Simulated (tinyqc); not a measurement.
Band-to-band tunnelling and avalanche in a reverse-biased abrupt junction. Inputs raised by 5 %, one at a time. Computed by tinyqc, a small Python program. Command: `OMP_NUM_THREADS=1 python tinyqc.py 3010859 3010860 out.jsonl zener sens`. One thread of a shared host (Intel(R) Xeon(R) Processor @ 2.30GHz), about 0.05 s of CPU time with the checks.

Direct Kane tunnelling in the local field (for indirect gaps the mass is an effective fit) and one ionisation coefficient for both carriers. N is the doping of the light side, or N_A N_D/(N_A + N_D) for the symmetric junction; the built-in voltage is taken as E_g/e.

Inputs (values chosen for the exercise, modelled on germanium):

| quantity | value | unit |
|---|---|---|
| band gap at 300 K, E_g | 0.649 | eV |
| gap narrowing with temperature, -dE_g/dT | 0.37 | meV/K |
| reduced tunnelling mass m_r | 0.036 | m_0 |
| permittivity eps | 16 | - |
| ionisation prefactor a | 1.3e+07 | 1/cm |
| ionisation field at 300 K, b | 1.46e+06 | V/cm |
| relative rise of b with temperature | 8.6 | 1e-4/K |
| effective doping N | 4.5e+17 | 1/cm^3 |
| reverse bias V_R | 0.34 | V |
| current density that defines tunnel breakdown, J_0 | 10 | A/cm^2 |
| temperature T | 300 | K |

Junction: symmetric.

Constants: eps_0 = 8.8541878128e-12 F/m; e = 1.602176634e-19 C; m_0 = 9.1093837015e-31 kg; hbar = 1.054571817e-34 J s.

Method:
- E_g(T) = E_g - (T - 300 K)(-dE_g/dT); b(T) = b [1 + (rise)(T - 300 K)]; w = sqrt(2 eps eps_0 (V_R + E_g/e)/(e N)); F_m = 2 (V_R + E_g/e)/w; the field falls linearly from F_m to 0 on both sides.
- Kane: G(F) = A F^2 exp(-B/F), A = e^2 sqrt(m_r)/(18 pi hbar^2 sqrt(E_g)), B = pi sqrt(m_r) E_g^(3/2)/(2 e hbar), SI units; J = e int G dx x V_R/(V_R + E_g/e), the last factor making J vanish at zero bias; int G dx = (w/F_m) int_0^F_m G dF by 64 Gauss-Legendre points.
- Avalanche: I = (w/F_m) int_0^F_m a exp(-b/F) dF by 64 Gauss-Legendre points, M = 1/(1 - I), breakdown at I = 1.
- V_Z solves J = J_0 and V_A solves I = 1; the lower one is the breakdown voltage; temperature coefficients by a central difference of +/- 10 K.

Runs:

| input moved | from | to | tunnel current density (A/cm^2) | tunnel breakdown V_Z (V) | avalanche breakdown V_A (V) | peak field F_m (MV/cm) |
|---|---|---|---|---|---|---|
| base run | - | - | 0.006873 | 1.348 | 1.420 | 0.3173 |
| band gap at 300 K, E_g (eV) | 0.649 | 0.68145 | 0.002287 | 1.567 | 1.388 | 0.3224 |
| reduced tunnelling mass m_r (m_0) | 0.036 | 0.0378 | 0.004448 | 1.419 | 1.420 | 0.3173 |
| permittivity eps | 16 | 16.8 | 0.004236 | 1.431 | 1.481 | 0.3096 |
| reverse bias V_R (V) | 0.34 | 0.357 | 0.008524 | 1.348 | 1.420 | 0.3200 |
| temperature T (K) | 300 | 315 | 0.008295 | 1.312 | 1.469 | 0.3164 |
| ionisation field at 300 K, b (V/cm) | 1460000 | 1533000 | 0.006873 | 1.348 | 1.587 | 0.3173 |
| ionisation prefactor a (1/cm) | 13000000 | 13650000 | 0.006873 | 1.348 | 1.380 | 0.3173 |

Exponents ln(y'/y) / ln(x'/x):

| input | tunnel current density | tunnel breakdown V_Z | avalanche breakdown V_A | peak field F_m |
|---|---|---|---|---|
| band gap at 300 K, E_g | -22.549 | 3.087 | -0.474 | 0.331 |
| reduced tunnelling mass m_r | -8.921 | 1.049 | 0.000 | 0.000 |
| permittivity eps | -9.921 | 1.218 | 0.855 | -0.500 |
| reverse bias V_R | 4.414 | 0.000 | 0.000 | 0.175 |
| temperature T | 3.855 | -0.548 | 0.683 | -0.058 |
| ionisation field at 300 K, b | 0.000 | 0.000 | 2.278 | 0.000 |
| ionisation prefactor a | 0.000 | 0.000 | -0.599 | 0.000 |

Which inputs matter most for each result?

Among the inputs moved here: tunnel current density answers most in size to band gap at 300 K, E_g (exponent -22.549), next to permittivity eps (-9.921); its exponent is below 0.0005 for ionisation field at 300 K, b, ionisation prefactor a. Tunnel breakdown V_Z answers most in size to band gap at 300 K, E_g (exponent +3.087), next to permittivity eps (+1.218); its exponent is below 0.0005 for reverse bias V_R, ionisation field at 300 K, b, ionisation prefactor a. Avalanche breakdown V_A answers most in size to ionisation field at 300 K, b (exponent +2.278), next to permittivity eps (+0.855); its exponent is below 0.0005 for reduced tunnelling mass m_r, reverse bias V_R. peak field F_m answers most in size to permittivity eps (exponent -0.500), next to band gap at 300 K, E_g (+0.331); its exponent is below 0.0005 for reduced tunnelling mass m_r, ionisation field at 300 K, b, ionisation prefactor a.

Caution (all rows): V_A is below about 5 E_g/e, where the local law understates it, since it ignores the distance a carrier needs to reach the ionisation energy.

Extremes, crossings and ranges named in words are read from the listed rows.
